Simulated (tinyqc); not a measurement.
Minority-electron transport through the base of a bipolar transistor (Moll-Ross and Kroemer integrals): one step, computed by the program tinyqc. Command: `OMP_NUM_THREADS=1 python tinyqc.py 3020042 3020043 out.jsonl base walk`. One thread of a shared host (Intel(R) Xeon(R) Processor @ 2.30GHz), about 0.01 s of CPU time with the checks.

Low injection, one dimension, x from the emitter edge (0) to the collector edge (W), s = x/W. Recombination is treated as a small correction (valid for tau_B well below tau_n), computed from the stored charge.

Question. Gain and speed. Emitter-limited gain beta_E = G_E/G_B; recombination-limited gain beta_R = tau_n/tau_B; 1/beta = 1/beta_E + 1/beta_R; f_T from the base alone = 1/(2 pi tau_B).

Inputs (values chosen for the exercise, modelled on silicon): electron lifetime tau_n = 12 ns; emitter Gummel number G_E = 8e+13 s/cm^4; temperature T = 300 K.

Base doping profile: exponential. Gap grading: linear. Exit of the base: saturation velocity.

base Gummel number G_B = 5.981081e+12 s/cm^4

base transit time tau_B = 6.063662 ps

Give: beta_E; beta_R; current gain beta; f_T from the base alone.

Answer.

beta_E = 13.376

beta_R = 1979.0

current gain beta = 13.286

f_T from the base alone = 26.247 GHz

The gain is limited mainly by hole injection into the emitter (99 % of the base current).
